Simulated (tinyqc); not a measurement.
Worked calculation: MP2 on RHF in the 6-311g basis, for H2, spin multiplicity 1. One step of it, computed by the program tinyqc.

Problem. Iteration 6 (converged): orbitals. Diagonalise F' = X^T F X, C = X C', fill 1 alpha and 1 beta electrons from the bottom; D = 2 C_occ C_occ^T. Each column has its largest component positive (the first on a tie).

converged F (hartree), order 1H 1s, 1H 2s, 1H 3s, 2H 1s, 2H 2s, 2H 3s:
$$\begin{pmatrix}
0.635844 & -0.400152 & -0.444753 & -0.447424 & -0.462656 & -0.410705 \\
-0.400152 & -0.331464 & -0.374333 & -0.462656 & -0.460900 & -0.394975 \\
-0.444753 & -0.374333 & -0.259961 & -0.410705 & -0.394975 & -0.281101 \\
-0.447424 & -0.462656 & -0.410705 & 0.635844 & -0.400152 & -0.444753 \\
-0.462656 & -0.460900 & -0.394975 & -0.400152 & -0.331464 & -0.374333 \\
-0.410705 & -0.394975 & -0.281101 & -0.444753 & -0.374333 & -0.259961
\end{pmatrix}$$

X, order 1H 1s, 1H 2s, 1H 3s, 2H 1s, 2H 2s, 2H 3s:
$$\begin{pmatrix}
1.375680 & -0.754317 & 0.216038 & 0.026255 & -0.010604 & -0.037244 \\
-0.754317 & 2.294972 & -1.103385 & -0.010604 & -0.512022 & 0.332981 \\
0.216038 & -1.103385 & 2.569123 & -0.037244 & 0.332981 & -1.393861 \\
0.026255 & -0.010604 & -0.037244 & 1.375680 & -0.754317 & 0.216038 \\
-0.010604 & -0.512022 & 0.332981 & -0.754317 & 2.294972 & -1.103385 \\
-0.037244 & 0.332981 & -1.393861 & 0.216038 & -1.103385 & 2.569123
\end{pmatrix}$$

Give: F' = X^T F X; orbital energies; coefficients C; D after iteration 6.

Solution.

F' = X^T F X (hartree):
$$\begin{pmatrix}
1.705 & -1.175 & 0.011 & -0.184 & -0.191 & -0.133 \\
-1.175 & 0.946 & -0.381 & -0.191 & -0.217 & -0.031 \\
0.011 & -0.381 & 0.190 & -0.133 & -0.031 & -0.130 \\
-0.184 & -0.191 & -0.133 & 1.705 & -1.175 & 0.011 \\
-0.191 & -0.217 & -0.031 & -1.175 & 0.946 & -0.381 \\
-0.133 & -0.031 & -0.130 & 0.011 & -0.381 & 0.190
\end{pmatrix}$$

orbital energies (hartree): MO1 -0.562, MO2 0.150, MO3 0.316, MO4 0.602, MO5 2.557, MO6 2.620

coefficients C, order 1H 1s, 1H 2s, 1H 3s, 2H 1s, 2H 2s, 2H 3s:
$$\begin{pmatrix}
0.176 & 0.091 & -0.047 & -0.095 & -1.122 & -1.096 \\
0.303 & 0.019 & -0.763 & -1.525 & 1.227 & 1.709 \\
0.144 & 1.894 & 0.866 & 2.020 & -0.481 & -1.118 \\
0.176 & -0.091 & -0.047 & 0.095 & -1.122 & 1.096 \\
0.303 & -0.019 & -0.763 & 1.525 & 1.227 & -1.709 \\
0.144 & -1.894 & 0.866 & -2.020 & -0.481 & 1.118
\end{pmatrix}$$

D after iteration 6, order 1H 1s, 1H 2s, 1H 3s, 2H 1s, 2H 2s, 2H 3s:
$$\begin{pmatrix}
0.062 & 0.107 & 0.051 & 0.062 & 0.107 & 0.051 \\
0.107 & 0.184 & 0.087 & 0.107 & 0.184 & 0.087 \\
0.051 & 0.087 & 0.042 & 0.051 & 0.087 & 0.042 \\
0.062 & 0.107 & 0.051 & 0.062 & 0.107 & 0.051 \\
0.107 & 0.184 & 0.087 & 0.107 & 0.184 & 0.087 \\
0.051 & 0.087 & 0.042 & 0.051 & 0.087 & 0.042
\end{pmatrix}$$
